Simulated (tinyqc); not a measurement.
FCI on RHF in the 3-21g basis, for H2, spin multiplicity 1, step by step. Computed by tinyqc, a small Python program that keeps every step (integrals from PySCF). Settings: charge = 0, multiplicity = 1, basis = 3-21g, method = RHF, energy threshold = 1e-10, iteration cap = 88, orthogonalisation = canonical, start = Wolfsberg-Helmholz matrix, DIIS depth = 6, ci = FCI, davidson = 1. Command: `OMP_NUM_THREADS=1 python tinyqc.py 29461 29462 out.jsonl` (the two numbers bound the seeds that draw the settings). One thread of a shared host (Intel(R) Xeon(R) Processor @ 2.60GHz), about 0.09 s of CPU time with the checks. The early iterations of the SCF are left out here.

## One-electron integrals

Geometry (angstrom):
```
atom         x         y         z
H     0.000000  0.000000  0.000000
H     0.000000  0.000000  0.980000
```

Basis 3-21g: exponents (1/bohr^2) and contraction coefficients of normalised primitives:
```
element  l (shell)  exponent  coefficient
H            s (1)  5.447178     0.156285
H            s (1)  0.824547     0.904691
H            s (2)  0.183192     1.000000
```

Overlap, kinetic and nuclear-attraction integrals over the contracted functions; the nuclear repulsion is the sum of Za Zb / Rab.

nuclear repulsion = 0.53997675 hartree

overlap S:
```
          1H 1s     1H 2s     2H 1s     2H 2s
1H 1s  1.000000  0.645899  0.212511  0.384515
1H 2s  0.645899  1.000000  0.384515  0.730415
2H 1s  0.212511  0.384515  1.000000  0.645899
2H 2s  0.384515  0.730415  0.645899  1.000000
```

kinetic energy T (hartree):
```
           1H 1s     1H 2s      2H 1s     2H 2s
1H 1s   1.549405  0.293152  -0.004423  0.114020
1H 2s   0.293152  0.274788   0.114020  0.158675
2H 1s  -0.004423  0.114020   1.549405  0.293152
2H 2s   0.114020  0.158675   0.293152  0.274788
```

nuclear attraction V (hartree):
```
           1H 1s      1H 2s      2H 1s      2H 2s
1H 1s  -2.260554  -1.128600  -0.432294  -0.692053
1H 2s  -1.128600  -1.162017  -0.692053  -0.902427
2H 1s  -0.432294  -0.692053  -2.260554  -1.128600
2H 2s  -0.692053  -0.902427  -1.128600  -1.162017
```

core Hamiltonian H = T + V (hartree):
```
           1H 1s      1H 2s      2H 1s      2H 2s
1H 1s  -0.711149  -0.835448  -0.436718  -0.578033
1H 2s  -0.835448  -0.887229  -0.578033  -0.743752
2H 1s  -0.436718  -0.578033  -0.711149  -0.835448
2H 2s  -0.578033  -0.743752  -0.835448  -0.887229
```

## Two-electron integrals

Functions are numbered as in S; the eight-fold symmetry (ij|kl) = (ji|kl) = (kl|ij) leaves the list below.

Two-electron integrals (ij|kl) in chemists' order, unique and non-zero (hartree):
```
(11|11) 1.140145   (21|11) 0.611403   (21|21) 0.345152   (22|11) 0.626370
(22|21) 0.380329   (22|22) 0.482957   (31|11) 0.181976   (31|21) 0.105576
(31|22) 0.121071   (31|31) 0.046576   (32|11) 0.232077   (32|21) 0.143213
(32|22) 0.186049   (32|31) 0.068784   (32|32) 0.121678   (33|11) 0.533262
(33|21) 0.337485   (33|22) 0.460954   (33|31) 0.181976   (33|32) 0.354671
(33|33) 1.140145   (41|11) 0.354671   (41|21) 0.201400   (41|22) 0.224126
(41|31) 0.068784   (41|32) 0.095730   (41|33) 0.232077   (41|41) 0.121678
(42|11) 0.420142   (42|21) 0.257568   (42|22) 0.335128   (42|31) 0.096017
(42|32) 0.159854   (42|33) 0.420142   (42|41) 0.159854   (42|42) 0.257660
(43|11) 0.337485   (43|21) 0.212152   (43|22) 0.288771   (43|31) 0.105576
(43|32) 0.201400   (43|33) 0.611403   (43|41) 0.143213   (43|42) 0.257568
(43|43) 0.345152   (44|11) 0.460954   (44|21) 0.288771   (44|22) 0.398340
(44|31) 0.121071   (44|32) 0.224126   (44|33) 0.626370   (44|41) 0.186049
(44|42) 0.335128   (44|43) 0.380329   (44|44) 0.482957
```

## Orthogonalisation

S = U s U^T; canonical form X = U s^(-1/2), so that X^T S X = 1. Each column of U has its largest component positive (the first on a tie).

eigenvalues of S: 0.160600  0.409009  0.896474  2.533917

X:
```
               1          2          3         4
1H 1s  -0.679038   0.871900   0.689302  0.273157
1H 2s   1.628569  -0.679895   0.287407  0.350297
2H 1s   0.679038   0.871900  -0.689302  0.273157
2H 2s  -1.628569  -0.679895  -0.287407  0.350297
```

## Starting guess

The start is the generalised Wolfsberg-Helmholz matrix (K = 1.75) built on H; D = 2 C_occ C_occ^T.

D at the start:
```
          1H 1s     1H 2s     2H 1s     2H 2s
1H 1s  0.056058  0.143560  0.056058  0.143560
1H 2s  0.143560  0.367644  0.143560  0.367644
2H 1s  0.056058  0.143560  0.056058  0.143560
2H 2s  0.143560  0.367644  0.143560  0.367644
```

## Iteration 6 (converged): orbitals

converged F (hartree):
```
           1H 1s      1H 2s      2H 1s      2H 2s
1H 1s   0.207898  -0.427323  -0.410798  -0.421081
1H 2s  -0.427323  -0.320645  -0.421081  -0.379831
2H 1s  -0.410798  -0.421081   0.207898  -0.427323
2H 2s  -0.421081  -0.379831  -0.427323  -0.320645
```

Diagonalise F' = X^T F X, C = X C', fill 1 alpha and 1 beta electrons from the bottom; D = 2 C_occ C_occ^T. Each column has its largest component positive (the first on a tie).

F' = X^T F X (hartree):
```
           1         2          3          4
1   0.912120  0.000000  -0.535350   0.000000
2   0.000000  1.055645   0.000000   0.033893
3  -0.535350  0.000000   0.592763   0.000000
4   0.000000  0.033893   0.000000  -0.526909
```

orbital energies (hartree): MO1 -0.527635, MO2 0.193785, MO3 1.056370, MO4 1.311097

coefficients C:
```
            MO1        MO2        MO3        MO4
1H 1s  0.254434   0.146924   0.877546  -0.956370
1H 2s  0.364768   1.203628  -0.672243   1.134071
2H 1s  0.254434  -0.146924   0.877546   0.956370
2H 2s  0.364768  -1.203628  -0.672243  -1.134071
```

D after iteration 6:
```
          1H 1s     1H 2s     2H 1s     2H 2s
1H 1s  0.129474  0.185619  0.129474  0.185619
1H 2s  0.185619  0.266111  0.185619  0.266111
2H 1s  0.129474  0.185619  0.129474  0.185619
2H 2s  0.185619  0.266111  0.185619  0.266111
```

## Convergence

Stop when the energy changes by less than 1e-10 hartree and every element of the error matrix X^T (F D S - S D F) X is below 3e-06.

Course of the cycle:
```
iteration  E (hartree)     change  largest element of the error matrix
1          -1.06934106          -                             2.61e-01
2          -1.09445265  -2.51e-02                             3.96e-02
3          -1.09503646  -5.84e-04                             1.23e-05
4          -1.09503646  -4.69e-11                             5.10e-06
5          -1.09503646  -5.83e-12                             3.22e-06
6          -1.09503646  -1.80e-12                             2.35e-06
```

PySCF RHF in the same basis = -1.09503646 hartree

Converged in 6 iterations.

## Populations, bond orders and dipole

Mulliken: Z minus the diagonal of D S on the atom; Loewdin: the same with S^(1/2) D S^(1/2); Mayer order: 2 sum_s sum (D(s) S)_ij (D(s) S)_ji over the two atoms.

Charges (e):
```
atom  Mulliken  Loewdin
1H           0        0
2H           0        0
```

Mayer bond orders:
```
pair     order
2-1   1.000000
```

dipole moment about the origin, x y z (debye): 0.000000  0.000000  0.000000

## Integrals over molecular orbitals

(pq|rs) = sum C_ip C_jq C_kr C_ls (ij|kl), one index at a time.

one-electron integrals over orbitals h = C^T H C (hartree):
```
           1          2          3         4
1  -1.107379   0.000000  -0.134097  0.000000
2   0.000000  -0.609653   0.000000  0.192277
3  -0.134097   0.000000   0.093358  0.000000
4   0.000000   0.192277   0.000000  0.245690
```

Two-electron integrals over orbitals (pq|rs), unique and non-zero (hartree):
```
(11|11) 0.579745    (21|21) 0.112844    (22|11) 0.458141    (22|22) 0.421447
(31|11) 0.134097    (31|22) 0.070690    (31|31) 0.096698    (32|21) 0.011787
(32|32) 0.038486    (33|11) 0.529855    (33|22) 0.426766    (33|31) 0.126146
(33|33) 0.509281    (41|21) -0.079700   (41|32) -0.050794   (41|41) 0.108064
(42|11) -0.135988   (42|22) -0.073272   (42|31) -0.082308   (42|33) -0.124562
(42|42) 0.083065    (43|21) -0.126340   (43|32) -0.041511   (43|41) 0.127307
(43|43) 0.184742    (44|11) 0.586736    (44|22) 0.470101    (44|31) 0.174198
(44|33) 0.564509    (44|42) -0.164884   (44|44) 0.655964
```

## FCI: determinants and Hamiltonian

Hartree-Fock energy = -1.09503646 hartree

Slater-Condon rules over spin orbitals, with the nuclear repulsion added and E(HF) subtracted on the diagonal.

Occupation strings over the orbitals (2 doubly, a alpha, b beta, 0 empty; spin orbitals ordered 1a 1b 2a 2b ...): 2000 ab00 a0b0 a00b ba00 b0a0 b00a 0200 0ab0 0a0b 0ba0 0020 00ab 0b0a 00ba 0002

H - E(HF) between determinants (hartree):
```
           2000       ab00       a0b0       a00b       ba00       b0a0       b00a       0200
2000   0.000000   0.000000   0.000000   0.000000   0.000000   0.000000   0.000000   0.112844
ab00   0.000000   0.376123   0.000000   0.056288  -0.112844   0.000000   0.079700   0.000000
a0b0   0.000000   0.000000   1.150847   0.000000   0.000000  -0.096698   0.000000   0.011787
a00b   0.000000   0.056288   0.000000   1.360060   0.079700   0.000000  -0.108064   0.000000
ba00   0.000000  -0.112844   0.000000   0.079700   0.376123   0.000000   0.056288   0.000000
b0a0   0.000000   0.000000  -0.096698   0.000000   0.000000   1.150847   0.000000  -0.011787
b00a   0.000000   0.079700   0.000000  -0.108064   0.056288   0.000000   1.360060   0.000000
0200   0.112844   0.000000   0.011787   0.000000   0.000000  -0.011787   0.000000   0.837155
0ab0   0.000000   0.011787   0.000000  -0.126340   0.063407   0.000000   0.082308   0.000000
0a0b  -0.079700   0.000000  -0.126340   0.000000   0.000000   0.050794   0.000000   0.119005
0ba0   0.000000   0.063407   0.000000   0.082308   0.011787   0.000000  -0.126340   0.000000
0020   0.096698   0.000000  -0.007952   0.000000   0.000000   0.007952   0.000000   0.038486
00ab   0.000000  -0.082308   0.000000   0.040100   0.050794   0.000000  -0.127307   0.000000
0b0a   0.079700   0.000000   0.050794   0.000000   0.000000  -0.126340   0.000000  -0.119005
00ba   0.000000   0.050794   0.000000  -0.127307  -0.082308   0.000000   0.040100   0.000000
0002   0.108064   0.000000   0.127307   0.000000   0.000000  -0.127307   0.000000   0.083065

           0ab0       0a0b       0ba0       0020       00ab       0b0a       00ba       0002
2000   0.000000  -0.079700   0.000000   0.096698   0.000000   0.079700   0.000000   0.108064
ab00   0.011787   0.000000   0.063407   0.000000  -0.082308   0.000000   0.050794   0.000000
a0b0   0.000000  -0.126340   0.000000  -0.007952   0.000000   0.050794   0.000000   0.127307
a00b  -0.126340   0.000000   0.082308   0.000000   0.040100   0.000000  -0.127307   0.000000
ba00   0.063407   0.000000   0.011787   0.000000   0.050794   0.000000  -0.082308   0.000000
b0a0   0.000000   0.050794   0.000000   0.007952   0.000000  -0.126340   0.000000  -0.127307
b00a   0.082308   0.000000  -0.126340   0.000000  -0.127307   0.000000   0.040100   0.000000
0200   0.000000   0.119005   0.000000   0.038486   0.000000  -0.119005   0.000000   0.083065
0ab0   1.545484   0.000000  -0.038486   0.000000  -0.041511   0.000000  -0.067715   0.000000
0a0b   0.000000   1.741151   0.000000  -0.041511   0.000000  -0.083065   0.000000   0.027393
0ba0  -0.038486   0.000000   1.545484   0.000000  -0.067715   0.000000  -0.041511   0.000000
0020   0.000000  -0.041511   0.000000   2.331010   0.000000   0.041511   0.000000   0.184742
00ab  -0.041511   0.000000  -0.067715   0.000000   2.538569   0.000000  -0.184742   0.000000
0b0a   0.000000  -0.083065   0.000000   0.041511   0.000000   1.741151   0.000000  -0.027393
00ba  -0.067715   0.000000  -0.041511   0.000000  -0.184742   0.000000   2.538569   0.000000
0002   0.000000   0.027393   0.000000   0.184742   0.000000  -0.027393   0.000000   2.782357
```

## FCI: roots

Diagonalise (each vector has its largest component positive (the first on a tie)); all determinants have Ms = 0, so triplets appear too. The lowest singlet root is the correlation energy.

lowest roots of this matrix, relative to E(HF) (hartree): -0.031193  0.239735  0.478243  0.819996  1.044843  1.182185  1.255487  1.295295

lowest vectors:
```
         root 1     root 2     root 3     root 4
2000   0.986397   0.000000   0.000000   0.147059
ab00   0.000000   0.699204   0.704878   0.000000
a0b0   0.011631   0.000000   0.000000  -0.065093
a00b   0.000000  -0.095504   0.017316   0.000000
ba00   0.000000   0.699204  -0.704878   0.000000
b0a0  -0.011631   0.000000   0.000000   0.065093
b00a   0.000000  -0.095504  -0.017316   0.000000
0200  -0.138067   0.000000   0.000000   0.969929
0ab0   0.000000  -0.044446   0.035224   0.000000
0a0b   0.052083   0.000000   0.000000  -0.115353
0ba0   0.000000  -0.044446  -0.035224   0.000000
0020  -0.033587   0.000000   0.000000  -0.036981
00ab   0.000000   0.004187   0.040087   0.000000
0b0a  -0.052083   0.000000   0.000000   0.115353
00ba   0.000000   0.004187  -0.040087   0.000000
0002  -0.033671   0.000000   0.000000  -0.034007
```

<S^2> of these roots: 0.000000  2.000000  0.000000  0.000000  2.000000  0.000000  2.000000  0.000000

weight of the ground state by excitation level 0, 1, 2, ...: 0.972980  0.000271  0.026750

## The lowest root by the Davidson method

Start from the reference; add the residual divided by (theta - H_ii), orthogonalised, at each step.

Davidson iterations:
```
iteration  subspace  lowest Ritz value (hartree)  residual norm
1                 1                            0       2.16e-01
2                 2                  -0.03050944       3.41e-02
3                 3                  -0.03118899       2.93e-03
4                 4                  -0.03119274       2.85e-04
5                 5                  -0.03119278       2.61e-05
6                 6                  -0.03119278       5.11e-17
```
